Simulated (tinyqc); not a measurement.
Speciation in dilute and buffered hydrofluoric acid, oxide etch rate and bath loading. Which input was changed? Computed by tinyqc, a small Python program. Command: `OMP_NUM_THREADS=1 python tinyqc.py 3120439 3120440 out.jsonl hfetch which`. One thread of a shared host (Intel(R) Xeon(R) Processor @ 2.30GHz), about 0.02 s of CPU time with the checks.

Concentrations stand for activities, NH4+ and Cl- are spectators, and water ionisation is neglected. H, F and HF2 denote the ions H+, F- and HF2-. The base temperature is 298 K.

Inputs (values chosen for the exercise, of the order of those for thermal oxide at room temperature): HF added = 1.8 mol/L; NH4F added = 0 mol/L; HCl added = 0.13 mol/L; K1 = [H][F]/[HF] = 0.000744 mol/L; K2 = [HF2]/([HF][F]) = 3.68 L/mol; K3 = [H2F2]/[HF]^2 = 0 L/mol; rate constant of neutral HF k_a = 12 nm L/(min mol); rate constant of HF2 k_b = 68 nm L/(min mol); activation energy = 0.45 eV; temperature error = 2.3 K; oxide removed per wafer = 3 nm.

Constants: k_B = 8.617333262e-05 eV/K.

Method:
- Fluoride balance: [HF] + [F] + 2 [HF2] + 2 [H2F2] = HF added + NH4F added. Acid balance: [H] + [HF] + [HF2] + 2 [H2F2] = HF added + HCl added. For a trial [H], [HF] = [H][F]/K1, and the fluoride balance is a quadratic in [F].
- The root is refined to 1e-13 in pH = -log10 [H].
- Rate = k_a ([HF] + 2 [H2F2]) + k_b [HF2], an empirical two-term form.
- Time = oxide/rate; a temperature error changes the rate by exp((E_a/k_B)(1/298 - 1/(298 + error))) - 1.

Question. One of these inputs alone was changed, within the range given: HF added (0.9 to 3.6); K1 = [H][F]/[HF] (0.000372 to 0.001488); rate constant of neutral HF k_a (6 to 24); rate constant of HF2 k_b (34 to 136). Which one, and to what value?

Results:
```
run     etch rate (nm/min)         pH  [HF2] (mol/L)
before            23.45094  0.7423518     0.04397833
after             29.58906  0.7423518     0.04397833
```

Answer.

Each candidate set to reproduce etch rate, and what it then gives:
```
candidate                                               range searched  value needed       pH  [HF2] (mol/L)
HF added (mol/L)                                            0.9 to 3.6         2.248  0.70021       0.061532
K1 = [H][F]/[HF] (mol/L)                          0.000372 to 0.001488  out of reach        -              -
rate constant of neutral HF k_a (nm L/(min mol))               6 to 24         15.60  0.74235       0.043978
rate constant of HF2 k_b (nm L/(min mol))                    34 to 136  out of reach        -              -
```

Only rate constant of neutral HF k_a fits every result: it went from 12 to 15.6 nm L/(min mol). The next best candidate, HF added, misses one result by 40 %.
